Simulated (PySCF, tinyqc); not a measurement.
CIS and TDHF on RHF in the sto-6g basis, for H4, spin multiplicity 1, step by step. The lowest restricted solution is unstable here: a spin-polarised one lies 0.0458 hartree lower (PySCF). One step of it, computed by the program tinyqc.

Problem. TDHF (RPA) triplet states. B(ia,jb) = - (ib|ja); the squared energies are the eigenvalues of (A - B)(A + B); 1 hartree = 27.211386 eV.

CIS matrix A, triplet (hartree):
```
           1>3        1>4        2>3        2>4
1>3   0.487307   0.000000   0.000000  -0.139481
1>4   0.000000   1.140783  -0.139481   0.000000
2>3   0.000000  -0.139481  -0.006460   0.000000
2>4  -0.139481   0.000000   0.000000   0.626754
```

Two-electron integrals over orbitals (pq|rs), unique and non-zero (hartree):
```
(11|11) 0.549856   (21|21) 0.143600   (22|11) 0.534049   (22|22) 0.544968
(31|31) 0.132249   (32|32) 0.075737   (33|11) 0.531380   (33|22) 0.518007
(33|33) 0.540512   (41|32) 0.076033   (41|41) 0.076404   (42|31) 0.129187
(42|42) 0.141666   (43|21) 0.139481   (43|43) 0.153040   (44|11) 0.538818
(44|22) 0.545705   (44|33) 0.544822   (44|44) 0.571480
```

Give: TDHF matrix B, triplet; squared energies w^2; TDHF energies from the positive w^2.

Solution.

TDHF matrix B, triplet (hartree):
```
        1>3     1>4     2>3     2>4
1>3  -0.132   0.000   0.000  -0.076
1>4   0.000  -0.076  -0.129   0.000
2>3   0.000  -0.129  -0.076   0.000
2>4  -0.076   0.000   0.000  -0.142
```

squared energies w^2 (hartree^2): -0.010  0.118  0.502  1.306

TDHF energies from the positive w^2 (eV): 9.361  19.275  31.093

A + B or A - B has a negative eigenvalue: the restricted solution is unstable towards a spin-polarised one, a negative w^2 means an imaginary energy, and the lowest roots have no physical meaning.
